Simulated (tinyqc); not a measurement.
Changing the temperature T: competing polymorphs of an oxide film: bulk, surface, grain-boundary, dopant and field terms. Computed by tinyqc, a small Python program. Command: `OMP_NUM_THREADS=1 python tinyqc.py 3003660 3003661 out.jsonl polymorph sweep`. One thread of a shared host (Intel(R) Xeon(R) Processor @ 2.30GHz), about 0.01 s of CPU time with the checks.

Phases: monoclinic m (reference), polar orthorhombic o, tetragonal t. Free energies per formula unit (f.u.); 1 J/m^2 x angstrom^3/nm = 6.241509 meV.

Inputs (values chosen for the exercise, for a model oxide):
```
quantity                                    value          unit
energy of the polar phase o over m           68.6      meV/f.u.
energy of the tetragonal phase t over m       127      meV/f.u.
entropy of o over m                        0.0094  meV/(f.u. K)
entropy of t over m                         0.063  meV/(f.u. K)
surface energy of m                          2.88         J/m^2
surface energy of o                          2.61         J/m^2
surface energy of t                          2.41         J/m^2
grain-boundary energy over surface energy    0.49             -
volume per formula unit Omega                35.1    angstrom^3
film thickness h                               17            nm
grain radius R                                 25            nm
dopant content x                              1.6             %
shift of o per % of dopant                     -7      meV/f.u.
shift of t per % of dopant                    -15      meV/f.u.
width sigma of ln R                           0.5             -
interlayer thickness (SiO2)                  0.86            nm
```

Geometry: columnar grains in a film.

permittivities of m, o, t: 22  30  37

Method:
- Bulk term b = H - T S + (shift) x, zero for m. The undoped bulk turns from m to t at T = H_t/S_t.
- Area per volume: A = 2/h + f_b/R (two free faces; the side wall 2/R is shared by two grains and carries f_b gamma); G = b + gamma Omega A.
- With G = b + gamma Omega A (b the bulk free energy per formula unit, A the area per volume), two phases i, j cross at A_ij = (b_j - b_i)/(Omega (gamma_i - gamma_j)); o has a window only if A_mo < A_ot.
- Grain radii are log-normal by volume with median R and width sigma; the share with A above A* is that with radius below R*, R* = f_b/(A* - 2/h) (all grains if A* <= 2/h), share = (1/2) erfc[-ln(R*/R)/(sqrt 2 sigma)]. Effective permittivity of a layer of thickness h built of such grains, taken in parallel: sum of share x eps; EOT = interlayer + 3.9 h/eps.

One run for each value:
```
temperature T (K)  G(o) - G(m) (meV/f.u.)  G(t) - G(o) (meV/f.u.)  share of o  A_ot (1/nm)
200                                47.402                  28.866           0      0.79607
350                                45.992                  20.826           0      0.61257
500                                44.582                  12.786           0      0.42907
650                                43.172                   4.746           0      0.24558
800                                41.762                  -3.294           0      0.06208
950                                40.352                 -11.334           0     -0.12142
1100                               38.942                 -19.374           0     -0.30492
1250                               37.532                 -27.414           0     -0.48841
1400                               36.122                 -35.454           0     -0.67191
```

What does the table show, and why?

Over the rows, G(o) - G(m) (meV/f.u.) falls from 47.4 to 36.1; G(t) - G(o) (meV/f.u.) falls from 28.9 to -35.5; share of o does not change. G(t) - G(o) falls by 0.054 meV per kelvin, the entropy excess of t over o, and changes sign between 650 and 800 K: of these two phases t is the lower when hot and o when cold.

Caution (all rows): this is an equilibrium ranking; real films often keep the phase that nucleates first on cooling from t.

Extremes, crossings and ranges named in words are read from the listed rows.
